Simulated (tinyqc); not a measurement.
# Ground and coupling capacitance from two measurements

Problem. A line has Cg to the planes and Cc to each of two neighbours. Find Cg, Cc, the load when both neighbours switch in antiphase, and the pulse on the line when it floats and both neighbours swing by Vx.

Inputs (values chosen for the exercise): swing Vx = 1 V.

capacitance with neighbours driven alike and with neighbours grounded (aF/um): [54, 208]

Answer. Driven alike, Cc carries no charge, which leaves Cg; grounded neighbours give Cg + 2 Cc, antiphase Cg + 4 Cc; a floating line divides the swing as 2 Cc/(Cg + 2 Cc).

Cg = 54.00 aF/um
Cc = 77.00 aF/um
load in antiphase = 362.0 aF/um
pulse = 0.7404 V

Program tinyqc, `OMP_NUM_THREADS=1 python tinyqc.py 2790156 2790157 out.jsonl`; Intel Xeon 2.30GHz, shared host, one thread, about 1 s.
